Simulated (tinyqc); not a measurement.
Inside a calculation. Model: off-state leakage of single and stacked transistors.

tinyqc, about 0.05 s, one thread, Intel Xeon 2.30GHz (shared host): `OMP_NUM_THREADS=1 python tinyqc.py 2242115 2242116 out.jsonl` Printed values are rounded.

n-channel devices of unit width. Subthreshold current I(Vg, Vs, Vd) = I0 (T/300 K)^0.5 exp[(Vg - Vs - VT(T) - gb (Vs - Vb) + dd (Vd - Vs))/(nf Vt)] (1 - exp(-(Vd - Vs)/Vt)), VT(T) = VT - cT (T - 300 K). Gate-edge tunnelling Ig (Vd/1 V) exp(ag (Vd - 1 V)), for a gate at 0 V, and band-to-band leakage Ab u exp(-Bb/u), u = Vd - Vb + 1 V, flow at a drain held at V; both are taken as independent of T. In a stack of off transistors (all gates at 0 V) the same subthreshold current passes through each.

Parameters, values chosen for the exercise; values of the order met in bulk silicon logic transistors: temperature T = 358 K; supply voltage V = 0.8 V; threshold at 300 K, zero drain and body bias VT = 0.39 V; fall of the threshold with temperature cT = 0.8 mV/K; current at threshold at 300 K I0 = 0.33 uA/um; slope factor nf = 1.31; drain-induced lowering per volt dd = 0.08; rise of the threshold per volt of source-body bias gb = 0.22; gate-edge tunnelling current at 1 V Ig = 5e-6 uA/um; exponential slope of the gate current ag = 3.3 1/V; prefactor of band-to-band leakage at the drain Ab = 100 uA/(um V); its exponential voltage Bb = 26 V; body voltage Vb = -0.3 V.

Constants: q = 1.602176634e-19 C, kB = 1.380649e-23 J/K, Vt = kB T/q. Results are converted to the units shown.

## Leakage of one transistor

Vg = Vs = 0, Vd = V; effective threshold VT(T) - gb Vb - dd V.

effective threshold = 0.3456 V
parts (nA/um): subthreshold 0.0696610, gate edge 0.00206741, band-to-band 0.881536
total = 0.953264 nA/um
shares (%): subthreshold 7.30762, gate edge 0.216876, band-to-band 92.4755

The band-to-band part is the largest.

## Starting value

Vx = dd V/(1 + gb + 2 dd), the solution for Vx well above Vt, rounded to three decimals.

Vx at the start = 0.046 V

## Iteration 1: new Vx

Stack of two, Vx the node between them: I_low = I(0, 0, Vx), I_up = I(0, Vx, V), f = ln(I_up/I_low), f' = -(1 + gb + 2 dd)/(nf Vt) - 1/(Vt (exp(Vx/Vt) - 1)) - 1/(Vt (exp((V - Vx)/Vt) - 1)), Vx(new) = Vx - f/f'.

I_low = 0.0121340 nA/um
I_up = 0.0158622 nA/um
f = 0.267925
f' = -43.5647 1/V
Vx after iteration 1 = 0.0521501 V

## Iteration 2: new Vx

As before.

I_low = 0.0129276 nA/um
I_up = 0.0130151 nA/um
f = 0.00674025
f' = -41.4776 1/V
Vx after iteration 2 = 0.0523126 V

## Iteration 3: new Vx

As before.

I_low = 0.0129472 nA/um
I_up = 0.0129472 nA/um
f = 3.83723e-6
f' = -41.4304 1/V
Vx after iteration 3 = 0.0523127 V

## Course of the iteration

Stop when the step is below 1e-11 V, or after 40 iterations.

Course of the iteration:

| iteration | Vx before the step (V) | step (V) |
|---|---|---|
| 1 | 0.046 | 6.15e-3 |
| 2 | 0.0521501 | 1.63e-4 |
| 3 | 0.0523126 | 9.26e-8 |
| 4 | 0.0523127 | 2.99e-14 |

Converged in 4 iterations. The subthreshold current of the stack is 0.01295 nA/um, 5.38 times less than that of one transistor (the drain leakage is unchanged); the estimate exp[dd V (1 + gb + dd)/((1 + gb + 2 dd) nf Vt)] gives 4.45.
